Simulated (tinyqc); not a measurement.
Binding against position: donor or exciton in a quantum well (variational effective-mass method). Computed by tinyqc, a small Python program. Command: `OMP_NUM_THREADS=1 python tinyqc.py 3008198 3008199 out.jsonl welldonor walk`. One thread of a shared host (Intel(R) Xeon(R) Processor @ 2.30GHz), about 0.04 s of CPU time with the checks.

H = -nabla^2 - 2/|r - r_i| + V(z) in effective units; trial function psi = f(z) exp(-|r - r_i|/lambda), f the ground state of the well. Mass and screening are the same in well and barrier; l = L/a* is the width in effective units. Bands are flat: no polarisation or applied field.

Inputs (values chosen for the exercise, modelled on beta-Ga2O3): electron mass m = 0.289 m_0; dielectric constant eps = 9.86; well width L = 1.5 nm.

Centre: donor. Barriers: infinite.

Constants: Ry = 13.605693123 eV; a_0 = 0.529177210903 angstrom.

Method:
- Ry* = Ry m/eps^2, a* = a_0 eps/m; l = L/a*.
- k = pi/l; f = cos(k z) inside and zero outside; subband energy k^2 Ry*.
- Binding E_b(lambda) = -1/lambda^2 + 4 A/(lambda B), with A = int f^2 exp(-2 s/lambda) dz, B = int f^2 exp(-2 s/lambda)(1 + 2 s/lambda) dz and s = |z - z_i|; 40 Gauss-Legendre points on each piece between the walls at z = -l/2 and l/2 and z_i.
- Each row maximises over lambda (golden section, 0.3 to 4).

l = 0.830828

Ry* = 40.4450 meV

Against position:

| z_i/L | lambda (a*) | binding (Ry*) | binding (meV) |
|---|---|---|---|
| 0.0 | 0.7776 | 2.3878 | 96.575 |
| 0.1 | 0.7967 | 2.3036 | 93.170 |
| 0.2 | 0.8572 | 2.0823 | 84.220 |
| 0.3 | 0.9616 | 1.8035 | 72.942 |
| 0.4 | 1.0961 | 1.5479 | 62.603 |
| 0.5 | 1.2324 | 1.3512 | 54.649 |

From the centre to the wall the binding falls from 96.575 to 54.649 meV, 57 % of the centre value, since the walls keep the electron away from an off-centre ion; uniform doping thus gives a band of levels 41.927 meV wide, with a peak in its density at the centre value, where the slope vanishes. Caution: so narrow a well has large confinement energy, where non-parabolicity and barrier penetration matter.

Extremes, crossings and ranges named in words are read from the listed rows.
